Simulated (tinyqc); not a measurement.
Raising the field: Wannier-Stark ladder of a miniband.

One state in each well j = -(Nw - 1)/2 ... (Nw - 1)/2: H_jj = j e F d, H_(j,j+1) = -W/4; 1 kV/cm = 0.01 meV/angstrom. In an infinite chain the levels are j e F d and the state of well 0 has amplitude J_j(x) in size on well j, x = W/(2 e F d).

Parameters, chosen for this exercise (near those of a GaAs/AlGaAs superlattice; shifted at random, so the results belong to these values and not to a real crystal):
- W = 16 meV (miniband width)
- d = 93 angstrom (period)
- Nw = 11 (wells)
- Fs = (1.9, 2.7, 3.6, 5.1, 7.9, 13, 29) kV/cm (fields)

Infinite-chain weights beside the middle spacing of the finite stack.

Results:
```
F (kV/cm),e F d (meV),x,J_0^2,J_1^2,J_2^2,middle spacing/(e F d)
1.9,1.77,4.527,0.099,0.057,0.044,1.1128
2.7,2.51,3.186,0.100,0.071,0.234,1.0115
3.6,3.35,2.389,0.000,0.273,0.184,1.0011
7.9,7.35,1.089,0.525,0.219,0.018,1.0000
13,12.09,0.662,0.798,0.098,0.003,1.0000
29,26.97,0.297,0.957,0.022,0.000,1.0000
```

Give the missing row, F (kV/cm) = 5.1.

Computed row:
```
F (kV/cm)  e F d (meV)      x  J_0^2  J_1^2  J_2^2  middle spacing/(e F d)
5.1               4.74  1.687  0.165  0.333  0.078                  1.0000
```

J_0 vanishes at x = 2.405, F = 3.6 kV/cm, where the line at j = 0 disappears; J_0^2 overtakes J_1^2 for good at x = 1.435, F = 6.0 kV/cm, and reaches 0.96 in the last row. The 11 wells reproduce the middle spacing of the even ladder to 1 % from 3.6 kV/cm on, where the swing W/(e F d) = 2x is 4.8 periods. The lines are seen apart only where e F d exceeds their width, usually a few meV.

Run: tinyqc, `OMP_NUM_THREADS=1 python tinyqc.py 1280506 1280507 out.jsonl`; Intel(R) Xeon(R) Processor @ 2.30GHz, one thread, shared host; about 0.01 s of CPU time with all checks.
